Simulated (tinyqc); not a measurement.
Position of the spike: inter-valley coupling by envelope functions against a chain of atomic planes.

Chain: E(phi) = e0 + 2 v cos(phi) + 2 u cos(2 phi), cos(phi0) = -v/(4u), e0 = 2u + v^2/(4u); plane j = 0, 1, ... has the potential V_j = dE x_j + F (j - 30) a/4 (1 MV/m = 1e-4 V/angstrom). There are 30 barrier planes a side; with y = j - 29.5, x_j = xb (f(y) + f(Nw - y)), f(y) = 1/(1 + exp(y/L)), plus any Ge added in the well. The valley splitting is the spacing of the two lowest levels. Envelope theory: F_j solves a one-valley chain with hopping -b and diagonal 2b + V_j, b = 4u sin^2(phi0), sum F_j^2 = 1; the valleys couple by Dv = sum_j F_j^2 V_j exp(-2 i phi0 j) and split by 2|Dv|.

Values chosen for the exercise (near those of the Delta valleys of silicon in a SiGe well; shifted at random, so the results belong to these values and not to a real crystal):
- a = 5.431 angstrom (lattice constant; planes lie a/4 apart)
- u = 0.612 eV (second-neighbour hopping)
- v = 0.744 eV (nearest hopping)
- Nw = 58 (planes in the well)
- L = 1.25 planes (interface width)
- xb = 0.32 (Ge fraction of the barriers)
- dE = 0.6 eV (offset per unit Ge fraction)
- F = 5 MV/m (field)
- xs = 0.08 (Ge fraction added on that plane)

The spike is moved through the well; position counted from the first well plane, j - 30.

Against position:
```
j - 30  F_j^2, smooth  mean of the doublet (meV)  splitting, chain (micro-eV)  envelope  first order
3             0.00986                      22.07                          790       775          946
7             0.02247                      22.55                         1745      1716         2157
12            0.03567                      23.11                         2864      2834         3424
17            0.03982                      23.36                         3368      3347         3823
23            0.03358                      23.09                         2832      2818         3224
29            0.02212                      22.56                         1762      1749         2124
38            0.00809                      21.98                          607       599          777
46            0.00222                      21.76                          169       166          214
55            0.00019                      21.68                           16        16           19
```

The splitting is largest at plane 17 among these rows (3368 micro-eV), and the smooth envelope peaks at plane 17, counting all planes; without a spike it is 0.61. Where the splitting exceeds 20 micro-eV the envelope theory lies within 1.8 % of the chain and first order within 28 %.

tinyqc: `OMP_NUM_THREADS=1 python tinyqc.py 1482489 1482490 out.jsonl`; about 0.1 s, one thread, shared Intel(R) Xeon(R) Processor @ 2.30GHz.
